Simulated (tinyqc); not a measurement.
Admittance spectroscopy and thermally stimulated current of one trap level in a depletion layer: one step, computed by the program tinyqc.

A Schottky junction on n-type material holds one donor-like electron trap; shallow donors are fully ionised and abrupt depletion edges are assumed.

Question. Temperature of the peak. N_c = 2 (2 pi m k_B T/h^2)^(3/2), v_th = sqrt(3 k_B T/m), emission rate e_n = sigma v_th N_c exp(-E_t/(k_B T)). Where the level crosses the Fermi level capture equals emission, so the trap follows the signal with the rate 2 e_n; G/omega peaks at omega = 2 e_n (the correction for large N_t/N is left out). Solve 2 e_n(T_p) = 2 pi f.

Inputs (values chosen for the exercise, modelled on n-type 4H-SiC):
```
quantity                         value    unit
density-of-states mass m         0.779     m_0
shallow doping N               5.4e+15  1/cm^3
trap depth E_t below the band     0.33      eV
capture cross section sigma    2.5e-14    cm^2
test frequency f                 70000      Hz
```

Constants: k_B = 1.380649e-23 J/K; m_0 = 9.1093837015e-31 kg; h = 6.62607015e-34 J s; k_B = 8.617333262e-05 eV/K.

Give: peak temperature T_p; N_c at T_p; e_n at T_p; E_c - E_F = k_B T_p ln(N_c/N).

Answer.

peak temperature T_p = 231.4 K

N_c at T_p = 1.168e+19 1/cm^3

e_n at T_p = 2.199e+05 1/s

E_c - E_F = k_B T_p ln(N_c/N) = 0.1531 eV
